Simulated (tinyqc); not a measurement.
What moves the plasmon: plasmons of a degenerate electron gas in the random-phase approximation.

Zero temperature, parabolic band: kF = (3 pi^2 n)^(1/3), EF = c kF^2/m, Ep^2 = 8 pi c e2 n/(m eb), qTF^2 = 6 pi e2 n/(eb EF), c = hbar^2/2m0, e2 = e^2/(4 pi eps0), n in 1/angstrom^3 (1e-24 per 1/cm^3).

Lindhard function: eps(q, E)/eb = 1 + (qTF/q)^2 (f1 + i f2) with z = q/(2 kF), u = E/(hbar vF q), hbar vF = 2 c kF/m; f1 = 1/2 + [h(z - u) + h(z + u)]/(8 z), h(x) = (1 - x^2) ln|(x + 1)/(x - 1)|; f2 = pi u/2 for z + u < 1, (pi/(8 z))(1 - (z - u)^2) for |z - u| < 1 < z + u, else 0. Pairs exist for c (q^2 - 2 q kF)/m < E < c (q^2 + 2 q kF)/m.

Constants: hbar^2/2m0 = 3.80998211 eV angstrom^2; e^2/(4 pi eps0) = 14.39964547 eV angstrom.

Inputs chosen for the exercise (mass and background constant near those of GaAs; polar phonons, which mix with the plasmon in the real crystal, and the rise of the mass with filling are left out; not measured data):
```
symbol  value    unit        meaning
n       5.6e+18  1/cm^3      electron density
m       0.0675   m0          mass
eb      10.9                 background dielectric constant
qp      0.0175   1/angstrom  wave vector of the plasmon
```

The plasmon is taken at qp.

One parameter was then changed.

Results before and after:
```
case     Ep (meV)  plasmon at qp (meV)  qc (1/angstrom)
base        102.4                138.2          0.02176
changed     112.2                148.7          0.02258
```

Which of these changes was made? (a) qp = 0.0123 1/angstrom; (b) m = 0.0776 m0; (c) eb = 9.81; (d) n = 6.72e+18 1/cm^3.

Answer: (d) n = 6.72e+18 1/cm^3. Of the candidates, run in turn, only this one gives the changed row.

All candidates:
```
case                    Ep (meV)  plasmon at qp (meV)  qc (1/angstrom)
base                       102.4                138.2          0.02176
n = 6.72e+18 1/cm^3        112.2                148.7          0.02258
m = 0.0776 m0              95.54                124.5          0.02297
eb = 9.81                  108.0                141.9          0.02267
qp = 0.0123 1/angstrom     102.4                119.6          0.02176
```

Program tinyqc; command `OMP_NUM_THREADS=1 python tinyqc.py 1681133 1681134 out.jsonl`; about 0.01 s on one thread of a shared Intel(R) Xeon(R) Processor @ 2.30GHz.
